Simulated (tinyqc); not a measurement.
Abrupt p-n junction, non-linear Poisson equation by Newton steps: effect of temperature.

One dimension, p side on the left, n side on the right; net doping C = -Na for x < 0 and +Nd for x > 0. The potential psi is counted from the intrinsic level, and the quasi-Fermi potentials are flat: 0 for holes and -V for electrons, so n = ni exp((psi + V)/Vt) and p = ni exp(-psi/Vt) (Boltzmann statistics, full ionisation, no current).

Nc and Nv are given at 293 K and scale as (T/293 K)^1.5; Eg and eps_r are held fixed and ionisation stays complete. ni = sqrt(Nc Nv) exp(-Eg/(2 Vt)), Eg in volts. Depletion approximation: Vbi = Vt ln(Na Nd/ni^2), W = sqrt(2 eps0 eps_r (Vbi - V)(1/Na + 1/Nd)/q), xp = W Nd/(Na + Nd), xn = W Na/(Na + Nd), peak field 2 (Vbi - V)/W, capacitance eps0 eps_r/W. Exact first integral for an abrupt junction with thick neutral sides: psi_p = -Vt ln(Na/ni), psi_n = Vt ln(Nd/ni) - V, psi_j = (Nd psi_n + Na psi_p - Vt (Nd - Na))/(Na + Nd) at the junction, n_j = ni exp((psi_j + V)/Vt), p_j = ni exp(-psi_j/Vt), and E_j^2 = (2 q/(eps0 eps_r)) [Nd (psi_n - psi_j - Vt) + Vt (n_j + p_j)] (minority densities of the neutral sides neglected).

Values chosen for this exercise; band and dielectric values close to those of silicon:
```
symbol,value,unit,meaning
Eg,1.12,eV,band gap
eps_r,11.9,,relative permittivity
Nc,2.73e19,cm^-3,conduction-band density of states at the reference temperature
Nv,2.58e19,cm^-3,valence-band density of states at the reference temperature
Na,5.2e17,cm^-3,acceptor density of the p side
Nd,5.4e15,cm^-3,donor density of the n side
V,0,V,bias of the p side against the n side
```

Constants: q = 1.602176634e-19 C, kB = 1.380649e-23 J/K, Vt = kB T/q, eps0 = 8.8541878128e-14 F/cm where lengths are in cm. Results are converted to the units shown.

The same in every row: share of W on the n side (%) = 98.97.

Result of one run:
```
ni (cm^-3)  Vbi (V)  W (nm)  peak field, depletion (kV/cm)  peak field, exact (kV/cm)
3.423e7      0.8753   464.1                          37.72                      46.37
```

Which temperature T gave this result: 200, 240, 280, 320 or 400 K?

T = 240 K.

The whole series:
```
T (K)  ni (cm^-3)  Vbi (V)  W (nm)  peak field, depletion (kV/cm)  peak field, exact (kV/cm)
200       1.158e5   0.9255   477.2                          38.78                      45.14
240       3.423e7   0.8753   464.1                          37.72                      46.37
280       2.064e9   0.8233   450.1                          36.58                      47.63
320      4.589e10   0.7699   435.3                          35.37                      48.90
360      5.229e11   0.7151   419.5                          34.09                      50.15
400      3.724e12   0.6593   402.8                          32.73                      51.39
```

ni rises from 1.16e5 to 3.72e12 cm^-3, while Vbi falls from 0.925 to 0.659 V, on average -1.33 mV/K; W falls from 477 to 403 nm. The depletion field is 14 % below the exact one in the first row and 36 % below it in the last.

tinyqc, about 0.02 s, one thread, Intel Xeon 2.30GHz (shared host): `OMP_NUM_THREADS=1 python tinyqc.py 2000142 2000143 out.jsonl`
